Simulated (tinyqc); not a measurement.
The sixth-power law: interface roughness in a thin film (subband fluctuation and scattering).

Square well of width t, barriers V0, c = hbar^2/2m0: E1 solves k t + 2 atan[(k/mz)/(kappa/mb)] = pi, k = sqrt(mz E/c), kappa = sqrt(mb (V0 - E)/c). One interface is rough, so the subband edge fluctuates by G dt with G = |dE1/dt| (central difference of 0.01 angstrom; 2 E1/t for hard walls).

Gaussian roughness spectrum S(q) = pi D^2 Lc^2 exp(-q^2 Lc^2/4). Degenerate gas, taken to fill one subband (the second starts to fill once c kF^2/md exceeds E2 - E1, which is not tested here): kF = sqrt(2 pi Ns/gv), q = 2 kF sin(theta/2), 1/tau = (md/(2 pi c hbar)) G^2 times the integral from 0 to pi of S(q)(1 - cos theta)/eps(q)^2 dtheta, eps(q) = 1 + qs/q with screening (qs = gv md q0/(c eps), q0 = e^2/(4 pi eps0), form factors left out, which overstates the screening; other scattering is left out too, so these values lie far above measured mobilities in all but the thinnest films) or 1 without; mobility = tau c2/md with c2 = e/m0 = 1.75882e15 cm^2/(V s^2); 1e12/cm^2 = 1e-4/angstrom^2.

Constants: hbar^2/2m0 = 3.80998211 eV angstrom^2; hbar = 6.58211957e-16 eV s; e^2/(4 pi eps0) = 14.39964547 eV angstrom.

Values chosen for the exercise (near those of a thin Si channel on (100), two-fold valleys; not measured data):
- mz = 0.943 m0 (confinement mass)
- V0 = 3.01 eV (barrier)
- mb = 0.46 m0 (barrier mass)
- md = 0.188 m0 (mass in the plane)
- gv = 2 (valleys)
- D = 1.2 angstrom (rms height of the roughness)
- Lc = 52 angstrom (correlation length)
- Ns = 3.5 x 1e12/cm^2 (sheet density)
- eps = 7.8 (mean dielectric constant at the channel)
- ts = (12, 15, 19, 22, 28, 35, 46) angstrom (thicknesses)

Screened mobility against thickness for the finite barrier and for hard walls.

Results:
```
t (angstrom)  E1 (meV)  G (meV/angstrom)  mobility (cm^2/(V s))  the same, hard walls
12               213.7            31.107               3.45e+03              1.57e+03
15               143.9            17.236               1.12e+04              5.97e+03
19                93.6             9.060               4.06e+04              2.47e+04
22                71.4             6.036               9.15e+04              5.94e+04
28                45.4             3.065               3.55e+05              2.53e+05
46                17.6             0.738               6.12e+06              4.97e+06
```

Give the missing row, t (angstrom) = 35.

Computed row:
```
t (angstrom)  E1 (meV)  G (meV/angstrom)  mobility (cm^2/(V s))  the same, hard walls
35                29.7             1.623               1.27e+06              9.64e+05
```

With hard walls G goes as 1/t^3 and the mobility as t^6. With the finite barrier the local exponent is 5.29 at the thin end and 5.76 at the thick end, since the envelope leaks out and softens the dependence. The least value is 3.45e+03 cm^2/(V s). The gate field, which also presses carriers to the interface, is left out. Below about 20 angstrom the effective-mass picture is itself doubtful. Up to t = 15 angstrom G D exceeds half of EF - E1, where the Born rate fails.

Computed by tinyqc, a small Python program: `OMP_NUM_THREADS=1 python tinyqc.py 1252298 1252299 out.jsonl` (the numbers bound the seed that draws the inputs); one thread of a shared host (Intel(R) Xeon(R) Processor @ 2.30GHz), about 0.01 s for the whole set of steps.
